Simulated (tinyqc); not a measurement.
What each parameter does: three-band (Emery) model of a CuO2 plane downfolded to one band.

Electron picture, d at 0 and the oxygen p orbitals at -D; sx = sin(kx a/2), sy = sin(ky a/2). H = [[0, 2 tpd sx, -2 tpd sy], [., -D, -4 tpp sx sy], [., ., -D]], real and symmetric. The top (antibonding) band crosses the Fermi level.

Values chosen for the exercise (out of a larger set: of the size used for cuprate planes; not measured data): D = 2.1 eV (ed - ep); tpd = 1.23 eV (d-p hopping); tpp = 0.22 eV (p-p hopping).

Top band at (1,1), (1,0) and (1/2,1/2) in pi/a, and its d weight at (1/2,1/2).

Results for these values:
```
case  E(1,1) (eV)  E(1,0) (eV)  E(1/2,1/2) (eV)  d weight
base       2.9220       1.6247           1.7662    0.6598
```

What happens to each result for tpp = 0.242 eV, all else kept?

Answer: E(1,1) rises from 2.9220 to 2.9587; E(1,0) does not change at the printed digits; E(1/2,1/2) rises from 1.7662 to 1.7813; d weight falls from 0.6598 to 0.6560.

The same for each parameter in turn:
```
case            E(1,1) (eV)  E(1,0) (eV)  E(1/2,1/2) (eV)  d weight
base                 2.9220       1.6247           1.7662    0.6598
D = 1.89 eV          3.0104       1.6903           1.8396    0.6413
tpd = 1.107 eV       2.5799       1.4004           1.5345    0.6755
tpp = 0.242 eV       2.9587       1.6247           1.7813    0.6560
```

At (1,0) sy = 0, so tpp does not enter.

Computed by tinyqc, a small Python program: `OMP_NUM_THREADS=1 python tinyqc.py 1452225 1452226 out.jsonl` (the numbers bound the seed that draws the inputs); one thread of a shared host (Intel(R) Xeon(R) Processor @ 2.30GHz), about 0.03 s for the whole set of steps.
